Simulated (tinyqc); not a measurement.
Thin-film transistor with exponential tail and deep states, accumulation layer: two steps of the calculation.

An undoped film in accumulation, thicker than the space-charge layer. With band bending psi the Fermi level lies E0 - psi below the band edge. Free electrons n = n0 exp(psi/Vt) carry the current; electrons in two exponential distributions of traps, a = a0 exp(psi/Va) and d = d0 exp(psi/Vp), do not. Linear regime, ohmic contacts, traps in equilibrium.

Inputs (values chosen for the exercise); values close to those of an organic semiconductor:
```
symbol,value,unit,meaning
T,270,K,temperature
eps_r,3.2,,relative permittivity of the semiconductor
Nc,1.1e20,cm^-3,density of extended states
Nt,8.1e19,cm^-3,total density of tail states
Tt,400,K,characteristic temperature of the tail
Nd,2.9e17,cm^-3,total density of deep states
Td,1190,K,characteristic temperature of the deep states
E0,0.63,eV,bulk Fermi level below the band edge
Ci,12,nF/cm^2,gate capacitance
Vg,16,V,gate voltage above flat band
```

Constants: q = 1.602176634e-19 C, kB = 1.380649e-23 J/K, Vt = kB T/q, eps0 = 8.8541878128e-14 F/cm where lengths are in cm. Results are converted to the units shown.

Problem 1. Bulk densities. Va = kB Tt/q, Vp = kB Td/q; n0 = Nc exp(-E0/Vt), a0 = Nt th(T/Tt) exp(-E0/Va), d0 = Nd th(T/Td) exp(-E0/Vp), th(x) = pi x/sin(pi x).

Wanted: Va; Vp; th(T/Tt); n0; a0; d0.

Solution 1.

Va = 0.03447 V
Vp = 0.1025 V
th(T/Tt) = 2.487
n0 = 1.914e8 cm^-3
a0 = 2.326e12 cm^-3
d0 = 6.787e14 cm^-3

Problem 2. Surface potential by Newton steps. Va = kB Tt/q, Vp = kB Td/q. G(psi) = sum over the three kinds of c0 [V (exp(psi/V) - 1) - psi], field F = sqrt(2 q G/(eps0 eps_r)); Vg = psi + eps0 eps_r F/Ci at the surface. f = psi + eps0 eps_r F/Ci - Vg, f' = 1 + q rho/(Ci F) with rho = sum c0 (exp(psi/V) - 1); psi(new) = psi - f/f'.

psi after iteration 1 = 0.89786135 V
n0 = 1.9138604e8 cm^-3
a0 = 2.3255316e12 cm^-3
d0 = 6.7873467e14 cm^-3

Give: F; f; f'; psi after iteration 2.

Solution 2.

F = 5.5495e5 kV/cm
f = 13088 V
f' = 2.7605e5
psi after iteration 2 = 0.85045 V

The value that enters this step is an overshoot, farther from the solution than the start was, so its intermediate quantities are not physical.

Numbers from tinyqc (`OMP_NUM_THREADS=1 python tinyqc.py 2610005 2610006 out.jsonl`; about 0.02 s on one thread of a shared Intel Xeon 2.30GHz).
